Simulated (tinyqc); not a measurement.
Width of the inclusion: polytypes by hexagonality, and a cubic inclusion as a quantum well.

Gap: E3 + (E2 - E3) h. Valence top Ev2 h and polarisation P2 h, both counted from 3C; Ec = Ev + gap.

A cubic inclusion of width L = N d in the host (h = 1) is a well of depth V = Ec(host) - Ec(3C). Square well with mass mismatch: k tan(k L/2) = (m_w/m_b) q, k = sqrt(m_w E/c), q = sqrt(m_b (V - E)/c), c = hbar^2/2m0, lowest root. The depth of the level, V - E, is its binding, and the transition to the valence top of the host is gap(host) - (V - E). The step in polarisation gives a field |F| = |P|/(eps eps0) in a thin inclusion, eps0 = 8.8541878e-12 F/m.

Constants: hbar^2/2m0 = 3.80998211 eV angstrom^2.

Values chosen for the exercise (of the order of those of InAs; not measured data): E3 = 0.417 eV (gap of the cubic polytype); E2 = 0.464 eV (gap of 2H); Ev2 = 0.053 eV (valence top of 2H above that of 3C); P2 = 0.002 C/m^2 (spontaneous polarisation of 2H); m = (0.028, 0.025) m0 (electron mass along c in the cubic layer and in the host); d = 3.497 angstrom (thickness of a double layer); eps = 15.3 (dielectric constant).

Without the field: square well. With it, the potential inside is |F| (z - L/2), the host conduction edge lies at V - |F| L/2 on one side and V + |F| L/2 on the other, and the lowest level E_F is found by finite differences (step 0.25 angstrom, wide box, good to about 1 meV). Holes sit in the host on the high side, so the transition is gap(host) - V + E_F - |F| L/2. A dash: bound by less than 2 meV or not at all.

Results:
```
N   L (angstrom)  depth (eV)  transition (eV)  depth below the low side, with field (eV)  transition with field (eV)
2           6.99       0.001            0.463                                          -                           -
4          13.99       0.003            0.461                                          -                           -
6          20.98       0.007            0.457                                          -                           -
10         34.97       0.016            0.448                                          -                           -
15         52.45       0.029            0.435                                      0.004                       0.383
20         69.94       0.041            0.423                                      0.006                       0.354
30        104.91       0.059            0.405                                      0.009                       0.300
```

The square well binds a level even at N = 2 (1 meV), as any symmetric one-dimensional well does; the depth grows to 59 of 100 meV, and the transition tends to E3 - Ev(host) = 0.364 eV. With the field the level is bound by 2 meV or more for N = 15, 20 and 30, and the transition is lowered by 52 meV at N = 15 and 105 meV at N = 30, where |F| L/2 = 77 meV. Free carriers or surface charge screen the field and the step between the two sides; with the field removed every row returns to its square-well depth, and the attraction to the hole, left out here, binds the electron further.

(tinyqc, `OMP_NUM_THREADS=1 python tinyqc.py 1880641 1880642 out.jsonl`, Intel(R) Xeon(R) Processor @ 2.30GHz, 1 thread, shared host, about 0.2 s.)
